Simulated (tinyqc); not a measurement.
# Frequency dispersion of an accumulation capacitance by border traps, distributed model: what changes with what

Traps spread evenly through the insulator exchange electrons with the semiconductor by tunnelling, with tau(x) = t0 exp(2 ka x) at depth x from the interface. The admittance per area Y seen at depth x obeys dY/dx = -Y^2/(i w eps0 eox) + q Nb ln(1 + i w tau)/tau, with Y(0) = i w Cs and w = 2 pi f; the gate sees Y(tox) = G + i w C. Working variable y = Y/(i w), in uF/cm^2. Cox = eps0 eox/tox.

Values chosen for this exercise; permittivity close to that of silicon dioxide:
```
symbol,value,unit,meaning
eox,3.94,,relative permittivity of the insulator
tox,4.2,nm,insulator thickness
Cs,2.3,uF/cm^2,semiconductor capacitance in accumulation
Nb,1e20,cm^-3 eV^-1,density of border traps
ka,3.7,1/nm,decay constant of the wave function in the insulator
t0,2e-9,s,time constant of a trap at the interface
f,1e5,Hz,frequency
```

Constants: q = 1.602176634e-19 C, eps0 = 8.8541878128e-14 F/cm where lengths are in cm. Results are converted to the units shown.

Each table varies one quantity; the others keep the values above.

## Capacitance and loss against frequency

Cox; trap-free value 1/(1/Cox + 1/Cs); response depth d = ln(1/(w t0))/(2 ka), where w tau = 1; lumped estimate: all traps within d act as C_bt = q Nb d placed at d/2, so C = 1/{1/[1/(1/Cs + d/(2 eps0 eox)) + C_bt] + (tox - d/2)/(eps0 eox)}. C and G from a fine integration; dispersion -d C/d log10 f over C, from f times and over 1.1. For a broad spread of time constants G/w is close to -(pi/2) dC/d ln w.

The same in every row: trap-free C (uF/cm^2) = 0.6102.

Capacitance and loss against frequency:
```
f (Hz),d (nm),C (uF/cm^2),G/w (uF/cm^2),dispersion (% a decade),-(pi/2) dC/d ln w (uF/cm^2),lumped C (uF/cm^2)
10,2.147,1.039,0.06609,9.251,0.06556,0.9049
100,1.836,0.9508,0.05539,8.483,0.05502,0.8552
1000,1.525,0.8764,0.04713,7.838,0.04686,0.8084
10000,1.214,0.8126,0.04062,7.291,0.04042,0.7641
1e5,0.9026,0.7572,0.03542,6.827,0.03527,0.7219
1e6,0.5915,0.7087,0.03119,6.437,0.03112,0.6815
1e7,0.2803,0.6656,0.02731,6.132,0.02784,0.6430
```

What does the comparison show?

C falls from 1.039 to 0.6656 uF/cm^2, towards the trap-free 0.6102; each decade of frequency removes ln 10/(2 ka) = 0.311 nm from the response depth. The dispersion falls from 9.25 to 6.13 % a decade and G/w falls from 0.0661 to 0.0273 uF/cm^2. G/w lies between 0.981 and 1.01 times -(pi/2) dC/d ln w, the relation for a broad spread of time constants.

## Effect of the insulator thickness

Same model as above.

The same in every row: d (nm) = 0.9026.

Result of one run:
```
tox (nm),C (uF/cm^2),G/w (uF/cm^2),dispersion (% a decade),-(pi/2) dC/d ln w (uF/cm^2),lumped C (uF/cm^2),trap-free C (uF/cm^2)
14,0.2423,0.003618,2.188,0.003616,0.2384,0.2248
```

What becomes of these results when the insulator thickness tox is changed from 14 to 3.9 nm, all else the same?

Result of the changed run:
```
tox (nm),C (uF/cm^2),G/w (uF/cm^2),dispersion (% a decade),-(pi/2) dC/d ln w (uF/cm^2),lumped C (uF/cm^2),trap-free C (uF/cm^2)
3.9,0.8099,0.04052,7.299,0.04033,0.7697,0.6440
```

The whole series:
```
tox (nm),C (uF/cm^2),G/w (uF/cm^2),dispersion (% a decade),-(pi/2) dC/d ln w (uF/cm^2),lumped C (uF/cm^2),trap-free C (uF/cm^2)
2,1.444,0.1289,12.93,0.1273,1.325,0.9920
2.8,1.086,0.07306,9.772,0.07242,1.016,0.8081
3.9,0.8099,0.04052,7.299,0.04033,0.7697,0.6440
5.4,0.6010,0.02229,5.422,0.02223,0.5783,0.5044
7.5,0.4414,0.01202,3.985,0.01200,0.4290,0.3869
10,0.3354,0.006936,3.029,0.006929,0.3281,0.3029
14,0.2423,0.003618,2.188,0.003616,0.2384,0.2248
20,0.1710,0.001803,1.545,0.001802,0.1691,0.1621
```

As tox goes from 2 to 20, C falls from 1.44 to 0.171 uF/cm^2, the dispersion falls from 12.9 to 1.54 % a decade and G/w falls from 0.129 to 0.00180 uF/cm^2. The lumped estimate is 8.2 % below C in the first row and 1.1 % below it in the last.

Numbers from tinyqc (`OMP_NUM_THREADS=1 python tinyqc.py 2202055 2202056 out.jsonl`; about 0.5 s on one thread of a shared Intel Xeon 2.30GHz).
